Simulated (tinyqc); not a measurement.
Raising U: Hubbard chain of 4 sites, mean field against exact. Computed by the program tinyqc. Collinear unrestricted mean field (the lowest of 40 random starts) against exact diagonalisation.

one-body matrix (hopping and site energies) (eV):
```
         1        2        3        4
1   0.0000  -0.5400   0.0000   0.0000
2  -0.5400   0.0000  -0.5400   0.0000
3   0.0000  -0.5400   0.0000  -0.5400
4   0.0000   0.0000  -0.5400   0.0000
```

electrons, up and down: 2  2

Exact and mean-field results (eV):

| U | U/t | E exact | E mean field | mean \|n_up - n_down\| | double occupancy, exact | first gap in the sector |
|---|---|---|---|---|---|---|
| 0.2700 | 0.5000 | -2.158965 | -2.144953 | 0.0000 | 0.2241 | 0.5926 |
| 0.5400 | 1.0000 | -1.930697 | -1.874953 | 0.0000 | 0.1988 | 0.5285 |
| 1.0800 | 2.0000 | -1.553009 | -1.348400 | 0.3935 | 0.1521 | 0.4259 |
| 1.6200 | 3.0000 | -1.267610 | -0.994676 | 0.6966 | 0.1138 | 0.3493 |
| 2.1600 | 4.0000 | -1.054698 | -0.774533 | 0.8199 | 0.0849 | 0.2917 |
| 3.2400 | 6.0000 | -0.773245 | -0.529741 | 0.9177 | 0.0494 | 0.2147 |
| 4.3200 | 8.0000 | -0.603273 | -0.400718 | 0.9534 | 0.0312 | 0.1677 |
| 6.4800 | 12.0000 | -0.414757 | -0.268741 | 0.9792 | 0.0152 | 0.1154 |
| 10.8000 | 20.0000 | -0.253055 | -0.161729 | 0.9925 | 0.0057 | 0.0705 |

What does the comparison show, and why?

In absolute terms mean field is worst at U/t = 4.0, 0.280 eV too high: at small U it is nearly exact, and at large U it misses only exchange-scale energies. Its local moments set in at U/t = 2.0 of those listed, a broken symmetry that the exact state of a finite cluster with equal spins does not have. Relative to the exact energy its error is 0.6 % at the smallest U, 36 % at most and 36 % at the largest. The double occupancy falls from 0.224 to 0.006; at the largest U the first gap is 0.65 times the exchange scale 4t^2/U.
